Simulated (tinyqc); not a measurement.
Inside a calculation: two-dimensional electron gas with Rashba and Dresselhaus coupling. Values are carried at full precision from step to step, so a last printed digit may differ when a step is redone from the rounded ones.

H = c k^2/m + al (ky sx - kx sy) + b1 (kx sx - ky sy) + gam kx ky (kx sy - ky sx), s the Pauli matrices, x = [100], c = hbar^2/2m0, b1 = gam (pi/L)^2 (hard walls). H = c k^2/m + B.s, so E = c k^2/m -/+ |B| and the lower state has its spin along -B.

Constants: hbar^2/2m0 = 3.80998211 eV angstrom^2; hbar = 6.58211957e-16 eV s.

Inputs chosen for the exercise (of the size met in GaN; the results hold for these values, not for the real material): m = 0.23 m0 (mass); al = 0.003 eV angstrom (Rashba constant); gam = 0 eV angstrom^3 (bulk Dresselhaus constant); L = 105 angstrom (width of the (001) well); n = 2.3 1e11/cm^2 (sheet density (one subband filled)); phi = 60 degrees (angle of k from [100]).

## Scales

b1; mean Fermi wave vector k0 = sqrt(2 pi n) (1e11/cm^2 = 1e-5/angstrom^2); E0 = c k0^2/m; b3 = gam k0^2/4; kR = al m/(2c) and ER = al kR/2, the shift and depth of a pure Rashba band.

b1 = 0 eV angstrom
k0 = 0.01202 1/angstrom
E0 = 2.394 meV
b3 = 0 eV angstrom
kR = 9.055e-05 1/angstrom
ER = 0.0001358 meV

There is no Dresselhaus term; kR is 0.8 % of k0.

## Spin-orbit field at one point of the Fermi circle

k = k0 (cos phi, sin phi). Form B, the splitting 2|B| and the direction of the lower spin, atan2(-By, -Bx).

Bx, By (meV): [0.0312, -0.0180]

splitting = 0.0721 meV
direction of the lower spin = 150.0 degrees

## The matrix

H = [[E0, Bx - i By], [Bx + i By, E0]] in meV; diagonalise. Precession period h/(2|B|) = 2 pi hbar/(splitting).

H (meV), rows up, down and columns alike:
```
[[2.3939, 0.0312+0.0180i],
 [0.0312-0.0180i, 2.3939]]
```

levels (meV): [2.3578, 2.4299]

period = 57.3 ps

## The two wave vectors at the energy E0 along this direction

Solve c k^2/m -/+ |B(k)| = E0. The spin turns by (k_outer - k_inner) per length, so a half turn takes pi/(difference).

k (1/angstrom): outer 0.012112, inner 0.011931

difference = 0.0001811 1/angstrom
length of a half turn = 1735 nm

For linear terms alone the difference is (m/c)|B|/k, whatever the energy: every electron along this direction turns alike, the basis of the spin transistor.

## Checks

- Difference of the Fermi wave vectors without Dresselhaus terms against al m/c: both 0.00018110.

(tinyqc, `OMP_NUM_THREADS=1 python tinyqc.py 1450412 1450413 out.jsonl`, Intel(R) Xeon(R) Processor @ 2.30GHz, 1 thread, shared host, about 0.01 s.)
